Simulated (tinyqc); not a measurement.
# Sputter depth profiling of a dopant layer: erosion rate, quantification and the mixing-roughness response, step by step

A worked calculation. Computed by tinyqc, a small Python program that keeps every step. Command: `OMP_NUM_THREADS=1 python tinyqc.py 3005105 3005106 out.jsonl sims walk`. One thread of a shared host (Intel(R) Xeon(R) Processor @ 2.30GHz), about 0.04 s of CPU time with the checks. Intermediate numbers are printed to about 6 digits and carried at full precision; extremes and crossings named in words are read from the listed rows.

A rastered ion beam erodes silicon (49.94 atoms per nm^3). The measured profile is the true one convolved with a depth response.

Inputs (values chosen for the exercise, modelled on a dopant in silicon under an oxygen or caesium beam):
```
quantity,value,unit
beam energy E,5.2,keV
beam current,120,nA
raster side,300,um
sputter yield at 1 keV,1.5,-
mixing length at 1 keV,1.5,nm
roughness sigma,0.96,nm
depth of the top edge z0,28,nm
box width b,2.3,nm
box concentration C,4.6e+20,1/cm^3
relative sensitivity factor RSF,2.4e+20,1/cm^3
matrix count rate,310000,1/s
background count rate,0.83,1/s
counting time per point,2,s
level that defines the junction C_B,2e+17,1/cm^3
```

True profile: box.

Constants: e = 1.602176634e-19 C.

## Erosion and sensitivity

Scaling chosen for the exercise: yield Y = Y1 E^0.5, mixing length w = w1 E^0.5 (E in keV). Erosion rate = Y I/(e x raster^2 x density); depth step = rate x counting time; concentration = RSF x counts/matrix counts; detection limit = RSF x 3 sqrt(background x time)/(matrix rate x time).

yield Y = 3.42053

mixing length w = 3.42053 nm

erosion rate = 0.569997 nm/s

depth step = 1.13999 nm

detection limit = 1.49622e+15 1/cm^3

Caution: with so few background counts Poisson statistics, not 3 sqrt(N), set the true limit. Caution: the depth step exceeds the roughness width, so the leading edge is undersampled.

## Measured shape

Mixing alone turns a layer at z0 into (1/w) exp(-(z - z0 + w)/w) for z > z0 - w; roughness adds a Gaussian of width sigma. With x = z - z0 + w: g(x) = (1/(2w)) exp(sigma^2/(2 w^2) - x/w) erfc((sigma/w - x/sigma)/sqrt2), and its integral G(x) = (1/2) erfc(-x/(sigma sqrt2)) - w g(x). Measured: C [G(x) - G(x - b)]. Find the maximum, the full width at half maximum and the deep point where the profile falls to C_B; far down, the trailing edge decays by w ln(10) per decade.

depth of the maximum = 27.1644 nm

peak concentration = 1.74698e+20 1/cm^3

full width at half maximum = 4.98371 nm

apparent junction depth = 51.0480 nm

trailing slope = 7.87605 nm/decade

The true deep edge lies at 30.3 nm, so the junction appears 20.7 nm too deep. The peak reaches 38.0 % of the true concentration.

## Moments

Convolution adds means and variances: the response has mean 0 (shift -w plus exponential mean w) and variance w^2 + sigma^2; a box adds the mean b/2 and the variance b^2/12.

centroid = 29.15 nm

standard deviation = 3.61420 nm

maximum minus centroid = -1.98563 nm

The centroid stays at the true position while the maximum lies nearer the surface, so depth is read from the centroid.

## Points of the profile

Counts = concentration x matrix rate x time/RSF + background x time; relative noise 1/sqrt(counts). Depths are z0 - w + k (w + sigma), k = -0.5, 0, 0.5, 1, 2, 3, 5, 8, 12.

Profile:
```
k,z (nm),measured (1/cm^3),counts,relative noise
-0.5,22.3892,4.58061e+17,1.18498e+03,2.90498e-02
0.0,24.5795,4.33120e+19,1.11891e+05,2.98953e-03
0.5,26.7697,1.70429e+20,4.40276e+05,1.50708e-03
1.0,28.9600,1.26729e+20,3.27385e+05,1.74771e-03
2.0,33.3405,3.54238e+19,9.15130e+04,3.30566e-03
3.0,37.7211,9.84264e+18,2.54285e+04,6.27104e-03
5.0,46.4821,7.59881e+17,1.96469e+03,2.25607e-02
8.0,59.6237,1.63004e+16,4.37692e+01,1.51153e-01
12.0,77.1458,9.71550e+13,1.91098e+00,7.23388e-01
```

## Beam energy: resolution against speed

Width = full width at half maximum; the apparent junction is the deep point where the profile falls to C_B; time to profile to twice z0 = 2 z0/erosion rate, at fixed current.

Measured values:
```
E (keV),w (nm),peak (1/cm^3),width (nm),apparent junction (nm),time (min)
0.15,0.58095,3.24964e+20,3.06097,34.9980,9.64096
0.25,0.75000,3.11894e+20,3.16282,35.9341,7.46785
0.50,1.06066,2.88282e+20,3.36083,37.7552,5.28057
1.00,1.50000,2.58435e+20,3.65100,40.3535,3.73393
2.00,2.12132,2.24186e+20,4.07216,43.9408,2.64028
4.00,3.00000,1.88197e+20,4.68503,48.8016,1.86696
8.00,4.24264,1.53190e+20,5.57327,55.3110,1.32014
```

From the highest to the lowest energy the width goes from 5.57 to 3.06 nm, towards the floor set by roughness and the box width 2.3 nm, and the junction error from 25.0 to 4.70 nm, at 7.3 times the time. Extrapolating the tail slope to zero energy separates mixing from real diffusion. Caution: the surface transient, segregation under the beam and the growth of roughness with depth are left out, and real yields fall faster near the sputter threshold.

Checks made by the program: dose under the measured profile (relative difference below 1e-10).
